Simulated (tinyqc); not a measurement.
Inside a calculation. Model: tunnelling through a two-layer gate stack, WKB transmission and Tsu-Esaki current.

Program tinyqc, `OMP_NUM_THREADS=1 python tinyqc.py 2540061 2540062 out.jsonl`; Intel Xeon 2.30GHz, shared host, one thread, about 0.03 s. Printed values are rounded.

Electrons leave the emitter at x = 0. Energies E (motion across the layers) are in eV from the emitter Fermi level; the collector Fermi level lies at -V and offers states at every E. No charge in the dielectric and no image force: F1 = V/(t1 + t2 eps1/eps2), F2 = F1 eps1/eps2; U = phi1 - F1 x in layer 1 and phi2 - F1 t1 - F2 (x - t1) in layer 2. With C = hbar^2/(2 m0), kappa = sqrt(m (U - E)/C) where U > E and 0 elsewhere; T(E) = exp(-S), S = 2 times the integral of kappa over x.

Parameters, values chosen for the exercise; layer 1 close to silicon dioxide, layer 2 close to hafnium oxide: temperature T = 77 K; Fermi energy of the emitter above its band bottom Ef = 0.39 eV; emitter mass in the supply function me = 0.59 m0; barrier of layer 1 above the emitter Fermi level at zero bias phi1 = 3.02 eV; tunnelling mass of layer 1 m1 = 0.49 m0; thickness of layer 1 t1 = 1.2 nm; relative permittivity of layer 1 eps1 = 4.07; barrier of layer 2 at zero bias phi2 = 1.49 eV; tunnelling mass of layer 2 m2 = 0.19 m0; thickness of layer 2 t2 = 3 nm; relative permittivity of layer 2 eps2 = 22.3; voltage across the dielectric V = 0.5 V; energy of the electron followed E = 0.17 eV; cells in each layer nc = 6; lower end of the energy grid Ea = -0.39 eV; upper end of the energy grid Eb = 0.064 eV; points of the energy grid nE = 15.

Constants: q = 1.602176634e-19 C, kB = 1.380649e-23 J/K, hbar = 1.054571817e-34 J s, m0 = 9.1093837015e-31 kg, Vt = kB T/q, hbar^2/(2 m0) = 0.0380998212 eV nm^2. Results are converted to the units shown.

## Fields and band edges

F1 = V/(t1 + t2 eps1/eps2), F2 = F1 eps1/eps2; U = phi1 - F1 x in layer 1 and phi2 - F1 t1 - F2 (x - t1) in layer 2. EOT = 3.9 (t1/eps1 + t2/eps2).

F1 = 2.86118 MV/cm
F2 = 0.522197 MV/cm
U at the end of layer 1 = 2.67666 eV
U at the start of layer 2 = 1.14666 eV
U at the end of layer 2 = 0.99 eV
EOT = 1.67454 nm

## WKB exponent by the midpoint rule

Cut each layer into nc equal cells, take U and kappa at the cell centres, and sum S = 2 sum kappa h.

```
cell   x (nm)   U (eV)  kappa (1/nm)
0     0.10000  2.99139       6.02376
1     0.30000  2.93416       5.96236
2     0.50000  2.87694       5.90033
3     0.70000  2.81972       5.83763
4     0.90000  2.76249       5.77425
5     1.10000  2.70527       5.71017
6     1.45000  1.13360       2.19212
7     1.95000  1.10749       2.16222
8     2.45000  1.08138       2.13190
9     2.95000  1.05527       2.10114
10    3.45000  1.02916       2.06992
11    3.95000  1.00305       2.03823
```

S = 26.7789
T(E) = 2.34457e-12

## WKB exponent in closed form

Each layer adds (2/F) sqrt(m/C) [G(u at its left edge) - G(u at its right edge)] to S, with u = U - E (0 where negative) and G(u) = (2/3) u^1.5. The slope follows from 1/d = -dS/dE.

S = 26.7787
T(E) = 2.34499e-12
energy d over which T(E) grows by a factor e = 0.10303 eV

The midpoint rule gives S = 26.779, so its T(E) is 0.018 % below this value. The band edge stays above E through the whole stack: direct tunnelling through a trapezoid.

## Current density on a coarse energy grid

J = J0 times the integral of T(E) N(E) dE, N = ln[(1 + exp(-E/Vt))/(1 + exp((-E - V)/Vt))], J0 = q^2 me m0 kB T/(2 pi^2 hbar^3) (times 1e-4 for A/cm^2 per eV), by Simpson's rule on nE equally spaced points from Ea to Eb.

```
point     E (eV)         T(E)           N       T(E) N
0      -0.390000  1.76985e-14     58.7761  1.04025e-12
1      -0.357571  2.29252e-14     53.8889  1.23541e-12
2      -0.325143  2.97687e-14     49.0016  1.45871e-12
3      -0.292714  3.87537e-14     44.1144  1.70960e-12
4      -0.260286  5.05835e-14     39.2271  1.98425e-12
5      -0.227857  6.62042e-14     34.3399  2.27345e-12
6      -0.195429  8.68929e-14     29.4527  2.55923e-12
7      -0.163000  1.14379e-13     24.5654  2.80978e-12
8      -0.130571  1.51016e-13     19.6782  2.97172e-12
9      -0.098143  2.00013e-13     14.7909  2.95838e-12
10     -0.065714  2.65770e-13     9.90372  2.63211e-12
11     -0.033286  3.54342e-13     5.02303  1.77987e-12
12     -0.000857  4.74099e-13    0.759821  3.60230e-13
13      0.031571  6.36662e-13  0.00854556  5.44063e-15
14      0.064000  8.58245e-13  6.47261e-5  5.55509e-17
```

J0 = 6.33545e7 A/(cm^2 eV)
J = 5.20887e-5 A/cm^2

The integrand peaks at E = -0.131 eV among these points. A converged quadrature from -Ef to above the barrier gives 5.196e-5 A/cm^2; this grid is 0.25 % above that.
